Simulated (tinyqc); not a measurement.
Changing the fraction x of B: order-disorder in a binary alloy on two sublattices: Bragg-Williams and pair (quasi-chemical) approximations. Computed by tinyqc, a small Python program. Command: `OMP_NUM_THREADS=1 python tinyqc.py 3002925 3002926 out.jsonl order sweep`. One thread of a shared host (Intel(R) Xeon(R) Processor @ 2.30GHz), about 0.01 s of CPU time with the checks.

All z = 8 neighbours of a site lie on the other sublattice. B fills the sublattices with x + eta/2 and x - eta/2; energies are per site, from the pure components: u = -z w y with y the probability of an A-B bond taken in one order.

Inputs (values chosen for the exercise, for a model alloy): ordering energy w = (e_AA + e_BB)/2 - e_AB = 24.2 meV; temperature T = 903 K.

Lattice: bcc (B2 order, z = 8). Method: Newton steps.

scattering factors f_A, f_B (electrons): [39, 48]

Constants: k_B = 8.617333262e-05 eV/K.

Method:
- Bragg-Williams: k_B T_c = 2 z w x (1 - x). Pair approximation at x = 1/2: k_B T_c = w/ln(z/(z - 2)).
- Bragg-Williams: u = -z w [x (1 - x) + eta^2/4]; minimising f gives ln[a (1 - b)/(b (1 - a))] = 2 z w eta/(k_B T) =: ln Q, a = x + eta/2, b = x - eta/2. For given Q this is a quadratic for eta, (Q - 1) eta^2/4 - (Q + 1) eta/2 + (Q - 1) x (1 - x) = 0, smaller root: the map eta -> phi(eta).
- Newton steps on phi(eta) - eta, with the slope by central differences of 1e-6; start at 0.999 times 2x; stop when |phi - eta| < 1e-10.
- a = x + eta/2, b = x - eta/2; u = -z w [x (1 - x) + eta^2/4]; s/k_B = [s2(a) + s2(b)]/2, s2(c) = -c ln c - (1 - c) ln(1 - c); gain on ordering = f(eta) - f(0), f = u - T s. Superlattice over fundamental intensity = [eta (f_B - f_A)/2]^2/[(1 - x) f_A + x f_B]^2.
- Quasi-chemical disordered state, with T here the Bragg-Williams T_c and not the input T: y^2/[(1 - x - y)(x - y)] = exp(2 w/(k_B T)) =: E, so y = 2 x (1 - x)/(1 + r), r = sqrt(1 - 4 x (1 - x)(1 - 1/E)); Warren-Cowley alpha = 1 - y/(x (1 - x)); u = -z w y.

One run for each value; columns: (1) fraction x of B; (2) order parameter eta; (3) T_c, Bragg-Williams (K); (4) B fraction on its own sublattice; (5) B fraction on the A sublattice; (6) alpha of the disordered state at the Bragg-Williams T_c:
```
(1)       (2)     (3)      (4)      (5)       (6)
0.30  0.24139   943.6  0.42069  0.17931  -0.11767
0.34  0.41164  1008.3  0.54582  0.13418  -0.12028
0.38  0.52974  1058.6  0.64487  0.11513  -0.12215
0.42  0.61989  1094.6  0.72995  0.11005  -0.12340
0.46  0.68169  1116.1  0.80085  0.11915  -0.12412
0.50  0.70478  1123.3  0.85239  0.14761  -0.12435
```

Over the rows, order parameter eta rises from 0.241 to 0.705 (exponent d ln y / d ln x 4.3 between the first rows and 0.40 between the last); T_c, Bragg-Williams (K) rises from 944 to 1120 (exponent d ln y / d ln x 0.53 between the first rows and 0.077 between the last); B fraction on its own sublattice rises from 0.421 to 0.852 (exponent d ln y / d ln x 2.1 between the first rows and 0.75 between the last).  Left out: 0.220, 0.260 (T is above the Bragg-Williams T_c).

Caution (all rows): T is near or above the T_c of the better pair approximation, so the true long-range order is lower than Bragg-Williams gives.
